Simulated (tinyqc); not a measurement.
# Piezoresistors in the (001) plane of a cubic crystal: effect of the direction of the resistor

Plane stress in crystal axes x = [100], y = [010]. First-order piezoresistance: d rho_xx/rho = p11 sxx + p12 syy, d rho_yy/rho = p12 sxx + p11 syy, d rho_xy/rho = p44 sxy; a resistor along d = (cos th, sin th) changes by dR/R = d.(d rho/rho).d. Changes of geometry and second-order terms are left out.

For uniaxial stress along or across the current: pL = p11 - (A/2) sin^2(2 th), pT = p12 + (A/2) sin^2(2 th), A = p11 - p12 - p44. dR/R is for the given stress.

Parameters, values chosen for the exercise; coefficients close to those of lightly doped n-type silicon:
```
symbol  value        unit                     meaning
p11     -99.5  x 1e-11/Pa  piezoresistive coefficient
p12        50  x 1e-11/Pa  piezoresistive coefficient
p44     -12.8  x 1e-11/Pa  piezoresistive coefficient
Sx        122         MPa                  stress sxx
Sy       -223         MPa                  stress syy
St         46         MPa            shear stress sxy
```

Effect of the direction of the resistor:

| th (deg) | pL (1e-11/Pa) | pT (1e-11/Pa) | pL - pT (1e-11/Pa) | dR/R (%) |
|---|---|---|---|---|
| 0 | -99.50 | 50.00 | -149.5 | -23.29 |
| 10 | -91.50 | 42.00 | -133.5 | -21.94 |
| 20 | -71.26 | 21.76 | -93.02 | -17.63 |
| 30 | -48.24 | -1.262 | -46.98 | -10.90 |
| 45 | -31.15 | -18.35 | -12.80 | 1.911 |
| 60 | -48.24 | -1.262 | -46.98 | 14.88 |
| 75 | -82.41 | 32.91 | -115.3 | 24.54 |
| 90 | -99.50 | 50.00 | -149.5 | 28.29 |

The sum pL + pT = p11 + p12 = -49.5 holds in every row. |pL - pT|, which sets the output of a bridge under uniaxial stress, is largest at 0 and 90 degrees (150) and is 12.8 at 45 degrees. The change dR/R rises from -23.3 to 28.3 %.

Computed by the program tinyqc: `OMP_NUM_THREADS=1 python tinyqc.py 2530159 2530160 out.jsonl`, one thread of a shared Intel Xeon 2.30GHz, about 0.01 s for the whole run.
